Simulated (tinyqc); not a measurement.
Inside a calculation. Method: tight binding, honeycomb lattice. One step of it, computed by the program tinyqc.

Task: Levels at k. Diagonalise the Hermitian matrix.

H(k) at k (eV), order A, B:
$$\begin{pmatrix}
-0.019165 & -2.467658-0.995414i \\
-2.467658+0.995414i & 0.019378
\end{pmatrix}$$

Give: eigenvalues; weights |c|^2 of the basis functions.

Result:

eigenvalues (eV): [-2.661, 2.661]

weights |c|^2 of the basis functions, order A, B:
$$\begin{pmatrix}
0.504 & 0.496 \\
0.496 & 0.504
\end{pmatrix}$$
